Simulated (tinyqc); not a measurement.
# Tunnelling through a gate dielectric, WKB transmission and Tsu-Esaki current: effects of single changes

Electrons leave the emitter at x = 0. Energies E (motion across the layers) are in eV from the emitter Fermi level; the collector Fermi level lies at -V and offers states at every E. No charge in the dielectric and no image force: F1 = V/t1, U = phi1 - F1 x. With C = hbar^2/(2 m0), kappa = sqrt(m (U - E)/C) where U > E and 0 elsewhere; T(E) = exp(-S), S = 2 times the integral of kappa over x.

Parameters, values chosen for the exercise; dielectric values close to those of silicon dioxide:
- T = 200 K (temperature)
- Ef = 0.39 eV (Fermi energy of the emitter above its band bottom)
- me = 1 m0 (emitter mass in the supply function)
- phi1 = 2.97 eV (barrier of layer 1 above the emitter Fermi level at zero bias)
- m1 = 0.5 m0 (tunnelling mass of layer 1)
- t1 = 3.1 nm (thickness of layer 1)
- V = 1.4 V (voltage across the dielectric)

Constants: q = 1.602176634e-19 C, kB = 1.380649e-23 J/K, hbar = 1.054571817e-34 J s, m0 = 9.1093837015e-31 kg, Vt = kB T/q, hbar^2/(2 m0) = 0.0380998212 eV nm^2. Results are converted to the units shown.

Each table varies one quantity; the others keep the values above.

## A Fowler-Nordheim plot

The thickness is set to t1 = 6.6 nm and V = F t1. Each layer adds (2/F) sqrt(m/C) [G(u at its left edge) - G(u at its right edge)] to S, with u = U - E (0 where negative) and G(u) = (2/3) u^1.5. J = J0 times the integral of T(E) N(E) dE, N = ln[(1 + exp(-E/Vt))/(1 + exp((-E - V)/Vt))], J0 = q^2 me m0 kB T/(2 pi^2 hbar^3) (times 1e-4 for A/cm^2 per eV), from E = -Ef to far above the barrier (T = 1 there), by quadrature converged to the digits shown. The closed formula is J = A F^2 exp(-B/F), A = q^2 me/(16 pi^2 hbar m1 phi1) (A/V^2 with phi1 in volts), B = (4/3) sqrt(m1/C) phi1^1.5 (V/nm), C = hbar^2/(2 m0); it assumes zero temperature, a deep Fermi sea and S linear in E.

Results:
```
F (V/nm),J (A/cm^2),J by the formula (A/cm^2),"ln(J/F^2), F in V/cm"
0.6,5.817e-11,4.760e-11,-54.78
0.71,4.481e-8,3.947e-8,-48.47
0.83,8.892e-6,8.284e-6,-43.49
1.06,0.008549,0.008662,-37.11
1.17,0.08987,0.09455,-34.96
1.29,0.7482,0.8206,-33.04
1.4,3.820,4.357,-31.57
```

Estimate the missing row, F = 0.94 V/nm.

Computed row:
```
F (V/nm),J (A/cm^2),J by the formula (A/cm^2),"ln(J/F^2), F in V/cm"
0.94,3.570e-4,3.469e-4,-40.05
```

With this row back in the table: The slope of ln(J/F^2) against 1/F between the end rows is -24.37 V/nm, against B = 24.72 V/nm; read as B it gives phi1 = 2.94 eV. The integrated current is 22 % above the formula in the first row and 12 % below it in the last. The excess in the first row is thermal: at 20 K it is gone. In 4 of the 8 rows the field exceeds 10 MV/cm (up to 14.0), more than most dielectrics sustain; the model ignores breakdown.

## Effect of the tunnelling mass m1

Same model as above.

Effect of the tunnelling mass m1:
```
m1 (m0),S at E = 0,T(E = 0),J (A/cm^2),mean E of the current (eV)
0.12,16.51,6.750e-8,35.14,-0.2244
0.15,18.46,9.614e-9,4.556,-0.2201
0.2,21.32,5.529e-10,0.2290,-0.2136
0.25,23.83,4.467e-11,0.01648,-0.2079
0.31,26.54,2.983e-12,9.758e-4,-0.2017
0.4,30.15,8.094e-14,2.267e-5,-0.1934
0.5,33.70,2.306e-15,5.577e-7,-0.1852
0.63,37.83,3.714e-17,7.635e-9,-0.1758
```

J falls from 35.1 to 7.63e-9 A/cm^2. S goes as m1^(0.50): kappa is proportional to the square root of the mass.

Computed by the program tinyqc: `OMP_NUM_THREADS=1 python tinyqc.py 2540083 2540084 out.jsonl`, one thread of a shared Intel Xeon 2.30GHz, about 0.03 s for the whole run.
